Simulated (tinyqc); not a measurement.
# Reverse leakage of an n+-p junction: diffusion, generation, trap-assisted and band-to-band tunnelling: what changes with what

One-sided abrupt junction in the depletion approximation, x from the junction (0) to W on the p side, field F = F0 (1 - x/W). Flat quasi-Fermi levels, long p side. Traps generate through SRH with both lifetimes shortened by 1 + Gamma (Hurkx enhancement, form for moderate fields); band-to-band generation is local and needs a total bending above Eg.

Parameters, values chosen for the exercise; band and dielectric values close to those of silicon:
```
symbol    value                 unit                                             meaning
T           300                    K                                         temperature
Eg          1.1                   eV                                            band gap
eps_r      11.6                                                    relative permittivity
Nc      2.78e19                cm^-3              conduction-band density of states at T
Nv      2.67e19                cm^-3                 valence-band density of states at T
Na       1.5e17                cm^-3                acceptor density of the lighter side
Nd         1e19                cm^-3                   donor density of the heavier side
tau        1e-9                    s         SRH lifetime of both carriers at zero field
Et            0                   eV                trap level above the intrinsic level
mt         0.23                   m0                                     tunnelling mass
Dn           25               cm^2/s  electron diffusion coefficient on the lighter side
Ab       4.7e14  cm^-0.5 V^-2.5 s^-1                              band-to-band prefactor
Bb       1.86e7                 V/cm                         band-to-band field constant
VR          0.8                    V                                        reverse bias
```

Constants: q = 1.602176634e-19 C, kB = 1.380649e-23 J/K, hbar = 1.054571817e-34 J s, m0 = 9.1093837015e-31 kg, Vt = kB T/q, eps0 = 8.8541878128e-14 F/cm where lengths are in cm. Results are converted to the units shown.

Each table varies one quantity; the others keep the values above.

## Leakage components against the SRH lifetime of both carriers at zero field

ni = sqrt(Nc Nv) exp(-Eg/(2 Vt)), Eg in volts; Vbi = Vt ln(Na Nd/ni^2); W = sqrt(2 eps0 eps_r (Vbi + VR)/(q Na)); F0 = 2 (Vbi + VR)/W; FG = sqrt(24 mt m0 (kB T)^3)/(q hbar); J_diff = q ni^2 sqrt(Dn/tau)(1 - exp(-VR/Vt))/Na. u = (Vbi + VR)(1 - x/W)^2, p = Na exp(-u/Vt), n = Nd exp((u - Vbi - VR)/Vt); G0 = ni^2 (1 - exp(-VR/Vt))/(tau (n + p + 2 ni cosh(Et/Vt))); Gamma = 2 sqrt(3 pi)(F/FG) exp((F/FG)^2); trap-assisted part G0 Gamma; G_bb = Ab F^2.5 exp(-Bb/F) with F in V/cm, zero unless Vbi + VR > Eg. Currents are q times the integrals over 0 to W; J_bb under 1e-8 of J is printed as 0; rows with F0/FG above 2.2, beyond the range of this Gamma, are left out.

The same in every row: F0 (kV/cm) = 285; F0/FG = 0.806; J_bb (A/cm^2) = 0.

Leakage components against the SRH lifetime of both carriers at zero field:
```
tau (s)  J_diff (A/cm^2)  J_SRH (A/cm^2)  J_TAT (A/cm^2)  J (A/cm^2)              largest part
1e-10           1.32e-10         5.59e-5         2.48e-4     3.04e-4  trap-assisted tunnelling
1e-9            4.16e-11         5.59e-6         2.48e-5     3.04e-5  trap-assisted tunnelling
1e-8            1.32e-11         5.59e-7         2.48e-6     3.04e-6  trap-assisted tunnelling
1e-7            4.16e-12         5.59e-8         2.48e-7     3.04e-7  trap-assisted tunnelling
1e-6            1.32e-12         5.59e-9         2.48e-8     3.04e-8  trap-assisted tunnelling
1e-5            4.16e-13        5.59e-10         2.48e-9     3.04e-9  trap-assisted tunnelling
0.0001          1.32e-13        5.59e-11        2.48e-10    3.04e-10  trap-assisted tunnelling
```

What does the table show?

J falls from 3.04e-4 to 3.04e-10 A/cm^2. Trap-assisted tunnelling leads at tau = 1e-10 and in all other rows. J_SRH and J_TAT go as 1/tau and J_diff as tau^(-1/2); J_bb does not depend on it.

## Leakage components against the acceptor density of the lighter side

Same model as above.

Results:
```
Na (cm^-3)  F0 (kV/cm)  F0/FG  J_diff (A/cm^2)  J_SRH (A/cm^2)  J_TAT (A/cm^2)  J_bb (A/cm^2)  J (A/cm^2)              largest part
1e16              72.2  0.204         6.24e-10         2.28e-5         1.86e-5              0     4.14e-5            SRH generation
2.4e16             113  0.318         2.60e-10         1.45e-5         1.91e-5              0     3.36e-5  trap-assisted tunnelling
1.3e17             265  0.750         4.80e-11         6.02e-6         2.38e-5              0     2.98e-5  trap-assisted tunnelling
3.2e17             419   1.18         1.95e-11         3.77e-6         3.62e-5              0     4.00e-5  trap-assisted tunnelling
7.5e17             646   1.82         8.32e-12         2.43e-6         1.00e-4        1.29e-9     1.03e-4  trap-assisted tunnelling
```

Estimate the missing row, Na = 5.6e16 cm^-3.

Computed row:
```
Na (cm^-3)  F0 (kV/cm)  F0/FG  J_diff (A/cm^2)  J_SRH (A/cm^2)  J_TAT (A/cm^2)  J_bb (A/cm^2)  J (A/cm^2)              largest part
5.6e16             173  0.489         1.11e-10         9.32e-6         2.04e-5              0     2.97e-5  trap-assisted tunnelling
```

With this row back in the table: J goes from 4.14e-5 through a minimum of 2.97e-5 (at Na = 5.6e16 among the rows listed) to 1.03e-4 A/cm^2. SRH generation leads at Na = 1e16, trap-assisted tunnelling from 2.4e16 on. The ratio J_TAT/J_SRH goes from 0.813 to 41.4 as F0/FG goes from 0.204 to 1.82.

Range of the model: The n+ side is degenerate, so Vbi from Boltzmann statistics is only a guide.

Numbers from tinyqc (`OMP_NUM_THREADS=1 python tinyqc.py 2290076 2290077 out.jsonl`; about 0.01 s on one thread of a shared Intel Xeon 2.30GHz).
